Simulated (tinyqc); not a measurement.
Stacked nanosheet transistor, parasitic resistance, capacitance and delay: one step of the calculation.

Ns sheets share one contact on top; each has perimeter p = 2 (Ws + ts) and cross-section A = Ws ts; contact width Wc = Ws + 10 nm, stack height Hs = Ns pv. Sheet 1 is the top one. Contact length Lc = CPP - Lg - 2 Lsp, shared by two neighbouring gates. Source and drain sides are equal. The formulas are first-order estimates, not field solutions.

Problem. Geometry and resistances. Epitaxy sheet resistance Rsh = re/te, transfer length LT = sqrt(rc/Rsh), contact Rc = [sqrt(rc Rsh)/Wc] coth(Lc/(2 LT)); extension of one sheet Rx = rx Lsp/A. Effective width N p; for equal currents and rv = 0 one side has Rc + Rx/N.

Parameters, values chosen for the exercise; values close to those of silicon logic devices:
```
symbol,value,unit,meaning
Ns,4,,number of sheets
Ws,30,nm,sheet width
ts,4,nm,sheet thickness
CPP,60,nm,contacted gate pitch
Lg,12,nm,gate length
Lsp,5,nm,spacer length
rc,1.4e-9,ohm cm^2,contact resistivity
re,0.00029,ohm cm,resistivity of the source-drain epitaxy
te,30,nm,current-carrying depth of the epitaxy
rx,0.00081,ohm cm,resistivity of the extension
```

Give: Lc; effective width; Rsh; LT; Rc; Rx; one side times effective width.

Solution.

Lc = 38.000 nm
effective width = 272.00 nm
Rsh = 96.667 ohm
LT = 38.056 nm
Rc = 199.27 ohm
Rx = 337.50 ohm
one side times effective width = 77.151 ohm um

Computed by the program tinyqc: `OMP_NUM_THREADS=1 python tinyqc.py 2170056 2170057 out.jsonl`, one thread of a shared Intel Xeon 2.30GHz, about 0.1 s for the whole run.
